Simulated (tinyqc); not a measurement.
Schottky barrier on an n-type semiconductor with a doping step, non-linear Poisson equation by Newton steps: one step of the calculation.

One dimension, metal at x = 0, donor density C(x) = N1 for x < x1 and Nd beyond. Energies are counted from the electron Fermi level of the semiconductor and the conduction-band edge is Ec = -psi, so n = Nc exp(psi/Vt); holes follow the Fermi level of the metal, at -V, so p = Nv exp((V - psi - Eg)/Vt). Ends: psi(0) = V - phiB and psi = Vt ln(Nd/Nc) deep inside. Boltzmann statistics, full ionisation, no current, no image force in the Poisson equation.

Problem. Converged densities, field and barrier lowering. n and p as above; E_i = -(psi_(i+1) - psi_i)/h_i; at the metal |E_0| = |E on interval 0| + q rho_0 (h_0/2)/(eps0 eps_r), rho_0 = p_0 - n_0 + C_0; image-force lowering dphi = sqrt(q |E_0|/(4 pi eps0 eps_r)).

Parameters, values chosen for the exercise; band and dielectric values close to those of gallium phosphide: temperature T = 300 K; band gap Eg = 2.23 eV; relative permittivity eps_r = 11.1; conduction-band density of states at T Nc = 1.77e19 cm^-3; valence-band density of states at T Nv = 1.93e19 cm^-3; bias of the metal against the semiconductor V = 0 V.

Constants: q = 1.602176634e-19 C, kB = 1.380649e-23 J/K, Vt = kB T/q, eps0 = 8.8541878128e-14 F/cm where lengths are in cm. Results are converted to the units shown.

```
node  x (nm)  converged psi (V)  donor density C (cm^-3)
0          0         -1.1300000                   2.2e14
1         49         -1.0490729                   2.2e14
2        104         -0.9592621                   2.2e14
3        167         -0.8577210                   2.2e14
4        238         -0.7449918                   2.2e14
5        318         -0.6201392                   2.2e14
6        409         -0.4809098                   2.2e14
7        511         -0.3283783                   4.3e15
8        627         -0.2424325                   4.3e15
9        759         -0.2194186                   4.3e15
10       907         -0.2156814                   4.3e15
11      1080         -0.2152101                   4.3e15
12      1260         -0.2151630                   4.3e15
13      1480         -0.2151589                   4.3e15
14      1720         -0.2151586                   4.3e15
```

Wanted: n; p; field E; |E_0| at the metal; image-force lowering.

Solution.

```
node  n (cm^-3)  p (cm^-3)
0         1.840      6.403
1         42.10     0.2798
2          1359   0.008672
3       6.901e4   1.707e-4
4       5.403e6   2.180e-6
5       6.762e8   1.742e-8
6      1.476e11  7.982e-11
7      5.388e13  2.186e-13
8      1.497e15  7.869e-15
9      3.647e15  3.231e-15
10     4.214e15  2.796e-15
11     4.291e15  2.745e-15
12     4.299e15  2.740e-15
13     4.300e15  2.740e-15
14     4.300e15  2.740e-15
```

field E, interval 0 to 13 (kV/cm): -16.52  -16.33  -16.12  -15.88  -15.61  -15.30  -14.95  -7.41  -1.74  -0.25  -0.03  0.00  0.00  0.00
|E_0| at the metal = 16.60 kV/cm
image-force lowering = 14.68 mV

Program tinyqc, `OMP_NUM_THREADS=1 python tinyqc.py 2020002 2020003 out.jsonl`; Intel Xeon 2.30GHz, shared host, one thread, about 0.09 s.
